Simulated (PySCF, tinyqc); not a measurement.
Inside a calculation. Method: RHF in the sto-3g basis, for Be, spin multiplicity 1. The lowest restricted solution is unstable here: a spin-polarised one lies 0.0012 hartree lower (PySCF). Computed by tinyqc, a small Python program that keeps every step (integrals from PySCF). Settings: charge = 0, multiplicity = 1, basis = sto-3g, energy threshold = 1e-10, iteration cap = 53, orthogonalisation = symmetric, start = core, DIIS depth = 6, damping = 0.2, method = RHF. Command: `OMP_NUM_THREADS=1 python tinyqc.py 21860 21861 out.jsonl` (the two numbers bound the seeds that draw the settings). One thread of a shared host (Intel(R) Xeon(R) Processor @ 2.60GHz), about 0.04 s of CPU time with the checks. Later iterations appear only in the table of the cycle.

## One-electron integrals

Geometry (angstrom):
```
atom        x        y        z
Be    0.00000  0.00000  0.00000
```

Basis sto-3g: exponents (1/bohr^2) and contraction coefficients of normalised primitives:
```
element  l (shell)  exponent  coefficient
Be           s (1)  30.16787      0.15433
Be           s (1)   5.49512      0.53533
Be           s (1)   1.48719      0.44463
Be           s (2)   1.31483     -0.09997
Be           s (2)   0.30554      0.39951
Be           s (2)   0.09937      0.70012
Be           p (3)   1.31483      0.15592
Be           p (3)   0.30554      0.60768
Be           p (3)   0.09937      0.39196
```

Overlap, kinetic and nuclear-attraction integrals over the contracted functions; the nuclear repulsion is the sum of Za Zb / Rab.

nuclear repulsion = 0 hartree

overlap S:
```
          1Be 1s   1Be 2s  1Be 2px  1Be 2py  1Be 2pz
1Be 1s   1.00000  0.25952  0.00000  0.00000  0.00000
1Be 2s   0.25952  1.00000  0.00000  0.00000  0.00000
1Be 2px  0.00000  0.00000  1.00000  0.00000  0.00000
1Be 2py  0.00000  0.00000  0.00000  1.00000  0.00000
1Be 2pz  0.00000  0.00000  0.00000  0.00000  1.00000
```

kinetic energy T (hartree):
```
           1Be 1s    1Be 2s  1Be 2px  1Be 2py  1Be 2pz
1Be 1s    6.69397  -0.03301  0.00000  0.00000  0.00000
1Be 2s   -0.03301   0.21111  0.00000  0.00000  0.00000
1Be 2px   0.00000   0.00000  0.66059  0.00000  0.00000
1Be 2py   0.00000   0.00000  0.00000  0.66059  0.00000
1Be 2pz   0.00000   0.00000  0.00000  0.00000  0.66059
```

nuclear attraction V (hartree):
```
            1Be 1s    1Be 2s   1Be 2px   1Be 2py   1Be 2pz
1Be 1s   -14.56109  -1.89925   0.00000   0.00000   0.00000
1Be 2s    -1.89925  -2.31327   0.00000   0.00000   0.00000
1Be 2px    0.00000   0.00000  -2.29475   0.00000   0.00000
1Be 2py    0.00000   0.00000   0.00000  -2.29475   0.00000
1Be 2pz    0.00000   0.00000   0.00000   0.00000  -2.29475
```

core Hamiltonian H = T + V (hartree):
```
           1Be 1s    1Be 2s   1Be 2px   1Be 2py   1Be 2pz
1Be 1s   -7.86712  -1.93226   0.00000   0.00000   0.00000
1Be 2s   -1.93226  -2.10216   0.00000   0.00000   0.00000
1Be 2px   0.00000   0.00000  -1.63416   0.00000   0.00000
1Be 2py   0.00000   0.00000   0.00000  -1.63416   0.00000
1Be 2pz   0.00000   0.00000   0.00000   0.00000  -1.63416
```

## Two-electron integrals

Functions are numbered as in S; the eight-fold symmetry (ij|kl) = (ji|kl) = (kl|ij) leaves the list below.

Two-electron integrals (ij|kl) in chemists' order, unique and non-zero (hartree):
```
(11|11) 2.29883   (21|11) 0.39204   (21|21) 0.07954   (22|11) 0.57099
(22|21) 0.14304   (22|22) 0.41768   (31|31) 0.01461   (32|31) 0.02189
(32|32) 0.09226   (33|11) 0.56958   (33|21) 0.14308   (33|22) 0.41759
(33|33) 0.44986   (41|41) 0.01461   (42|41) 0.02189   (42|42) 0.09226
(43|43) 0.02425   (44|11) 0.56958   (44|21) 0.14308   (44|22) 0.41759
(44|33) 0.40136   (44|44) 0.44986   (51|51) 0.01461   (52|51) 0.02189
(52|52) 0.09226   (53|53) 0.02425   (54|54) 0.02425   (55|11) 0.56958
(55|21) 0.14308   (55|22) 0.41759   (55|33) 0.40136   (55|44) 0.40136
(55|55) 0.44986
```

## Orthogonalisation

S = U s U^T; symmetric (Loewdin) form X = U s^(-1/2) U^T, so that X^T S X = 1.

eigenvalues of S: 0.74048  1.00000  1.00000  1.00000  1.25952

X:
```
           1Be 1s    1Be 2s  1Be 2px  1Be 2py  1Be 2pz
1Be 1s    1.02657  -0.13553  0.00000  0.00000  0.00000
1Be 2s   -0.13553   1.02657  0.00000  0.00000  0.00000
1Be 2px   0.00000   0.00000  1.00000  0.00000  0.00000
1Be 2py   0.00000   0.00000  0.00000  1.00000  0.00000
1Be 2pz   0.00000   0.00000  0.00000  0.00000  1.00000
```

## Starting guess

The start is the orbitals of the core Hamiltonian; D = 2 C_occ C_occ^T.

D at the start:
```
           1Be 1s    1Be 2s  1Be 2px  1Be 2py  1Be 2pz
1Be 1s    2.14443  -0.55652  0.00000  0.00000  0.00000
1Be 2s   -0.55652   2.14443  0.00000  0.00000  0.00000
1Be 2px   0.00000   0.00000  0.00000  0.00000  0.00000
1Be 2py   0.00000   0.00000  0.00000  0.00000  0.00000
1Be 2pz   0.00000   0.00000  0.00000  0.00000  0.00000
```

## Iteration 1: building the Fock matrix

J_ij = sum D_kl (ij|kl), K_ij = sum D_kl (ik|jl); F = H + J - 0.5 K; E = tr D H + tr D J / 2 - 0.25 tr D K + E_nn.

Coulomb J (hartree):
```
          1Be 1s   1Be 2s  1Be 2px  1Be 2py  1Be 2pz
1Be 1s   5.71776  1.05890  0.00000  0.00000  0.00000
1Be 2s   1.05890  1.96092  0.00000  0.00000  0.00000
1Be 2px  0.00000  0.00000  1.95765  0.00000  0.00000
1Be 2py  0.00000  0.00000  0.00000  1.95765  0.00000
1Be 2pz  0.00000  0.00000  0.00000  0.00000  1.95765
```

exchange K (hartree):
```
          1Be 1s   1Be 2s  1Be 2px  1Be 2py  1Be 2pz
1Be 1s   4.66389  0.78541  0.00000  0.00000  0.00000
1Be 2s   0.78541  0.90705  0.00000  0.00000  0.00000
1Be 2px  0.00000  0.00000  0.20482  0.00000  0.00000
1Be 2py  0.00000  0.00000  0.00000  0.20482  0.00000
1Be 2pz  0.00000  0.00000  0.00000  0.00000  0.20482
```

Fock matrix F (hartree):
```
           1Be 1s    1Be 2s  1Be 2px  1Be 2py  1Be 2pz
1Be 1s   -4.48130  -1.26606  0.00000  0.00000  0.00000
1Be 2s   -1.26606  -0.59476  0.00000  0.00000  0.00000
1Be 2px   0.00000   0.00000  0.22109  0.00000  0.00000
1Be 2py   0.00000   0.00000  0.00000  0.22109  0.00000
1Be 2pz   0.00000   0.00000  0.00000  0.00000  0.22109
```

total energy of this density = -14.3518805 hartree

This density is the starting one.

## Iteration 1: diagonalisation and new density

Diagonalise F' = X^T F X, C = X C', fill 2 alpha and 2 beta electrons from the bottom; D = 2 C_occ C_occ^T; the new density keeps 0.2 of the old one (damping). Each column has its largest component positive (the first on a tie).

F' = X^T F X (hartree):
```
          1         2        3        4        5
1  -4.38123  -0.65126  0.00000  0.00000  0.00000
2  -0.65126  -0.35680  0.00000  0.00000  0.00000
3   0.00000   0.00000  0.22109  0.00000  0.00000
4   0.00000   0.00000  0.00000  0.22109  0.00000
5   0.00000   0.00000  0.00000  0.00000  0.22109
```

orbital energies (hartree): MO1 -4.48399, MO2 -0.25404, MO3 0.22109, MO4 0.22109, MO5 0.22109

coefficients C:
```
             MO1       MO2      MO3      MO4      MO5
1Be 1s   0.99290  -0.29388  0.00000  0.00000  0.00000
1Be 2s   0.02614   1.03515  0.00000  0.00000  0.00000
1Be 2px  0.00000   0.00000  1.00000  0.00000  0.00000
1Be 2py  0.00000   0.00000  0.00000  1.00000  0.00000
1Be 2pz  0.00000   0.00000  0.00000  0.00000  1.00000
```

D after iteration 1:
```
           1Be 1s    1Be 2s  1Be 2px  1Be 2py  1Be 2pz
1Be 1s    2.14443  -0.55652  0.00000  0.00000  0.00000
1Be 2s   -0.55652   2.14443  0.00000  0.00000  0.00000
1Be 2px   0.00000   0.00000  0.00000  0.00000  0.00000
1Be 2py   0.00000   0.00000  0.00000  0.00000  0.00000
1Be 2pz   0.00000   0.00000  0.00000  0.00000  0.00000
```

Within a degenerate level the vectors are fixed only up to a rotation; this is one choice.

## Iteration 2: building the Fock matrix

As before.

Coulomb J (hartree):
```
          1Be 1s   1Be 2s  1Be 2px  1Be 2py  1Be 2pz
1Be 1s   5.71776  1.05890  0.00000  0.00000  0.00000
1Be 2s   1.05890  1.96092  0.00000  0.00000  0.00000
1Be 2px  0.00000  0.00000  1.95765  0.00000  0.00000
1Be 2py  0.00000  0.00000  0.00000  1.95765  0.00000
1Be 2pz  0.00000  0.00000  0.00000  0.00000  1.95765
```

exchange K (hartree):
```
          1Be 1s   1Be 2s  1Be 2px  1Be 2py  1Be 2pz
1Be 1s   4.66389  0.78541  0.00000  0.00000  0.00000
1Be 2s   0.78541  0.90705  0.00000  0.00000  0.00000
1Be 2px  0.00000  0.00000  0.20482  0.00000  0.00000
1Be 2py  0.00000  0.00000  0.00000  0.20482  0.00000
1Be 2pz  0.00000  0.00000  0.00000  0.00000  0.20482
```

Fock matrix F (hartree):
```
           1Be 1s    1Be 2s  1Be 2px  1Be 2py  1Be 2pz
1Be 1s   -4.48130  -1.26606  0.00000  0.00000  0.00000
1Be 2s   -1.26606  -0.59476  0.00000  0.00000  0.00000
1Be 2px   0.00000   0.00000  0.22109  0.00000  0.00000
1Be 2py   0.00000   0.00000  0.00000  0.22109  0.00000
1Be 2pz   0.00000   0.00000  0.00000  0.00000  0.22109
```

total energy of this density = -14.3518805 hartree

This density is a damped mixture and is not idempotent.

## Iteration 2 (converged): orbitals

Diagonalise F' = X^T F X, C = X C', fill 2 alpha and 2 beta electrons from the bottom; D = 2 C_occ C_occ^T. Each column has its largest component positive (the first on a tie).

F' = X^T F X (hartree):
```
          1         2        3        4        5
1  -4.38123  -0.65126  0.00000  0.00000  0.00000
2  -0.65126  -0.35680  0.00000  0.00000  0.00000
3   0.00000   0.00000  0.22109  0.00000  0.00000
4   0.00000   0.00000  0.00000  0.22109  0.00000
5   0.00000   0.00000  0.00000  0.00000  0.22109
```

orbital energies (hartree): MO1 -4.48399, MO2 -0.25404, MO3 0.22109, MO4 0.22109, MO5 0.22109

coefficients C:
```
             MO1       MO2      MO3      MO4      MO5
1Be 1s   0.99290  -0.29388  0.00000  0.00000  0.00000
1Be 2s   0.02614   1.03515  0.00000  0.00000  0.00000
1Be 2px  0.00000   0.00000  1.00000  0.00000  0.00000
1Be 2py  0.00000   0.00000  0.00000  1.00000  0.00000
1Be 2pz  0.00000   0.00000  0.00000  0.00000  1.00000
```

D after iteration 2:
```
           1Be 1s    1Be 2s  1Be 2px  1Be 2py  1Be 2pz
1Be 1s    2.14443  -0.55652  0.00000  0.00000  0.00000
1Be 2s   -0.55652   2.14443  0.00000  0.00000  0.00000
1Be 2px   0.00000   0.00000  0.00000  0.00000  0.00000
1Be 2py   0.00000   0.00000  0.00000  0.00000  0.00000
1Be 2pz   0.00000   0.00000  0.00000  0.00000  0.00000
```

Within a degenerate level the vectors are fixed only up to a rotation; this is one choice.

## Convergence

Stop when the energy changes by less than 1e-10 hartree and every element of the error matrix X^T (F D S - S D F) X is below 3e-06.

Course of the cycle:
```
iteration  E (hartree)     change  largest element of the error matrix
1          -14.3518805          -                             1.81e-15
2          -14.3518805  -5.33e-15                             8.97e-16
```

PySCF RHF in the same basis = -14.3518805 hartree

Converged in 2 iterations.

## Populations

Mulliken: Z minus the diagonal of D S on the atom; Loewdin: the same with S^(1/2) D S^(1/2).

Charges (e):
```
atom  Mulliken  Loewdin
1Be          0        0
```
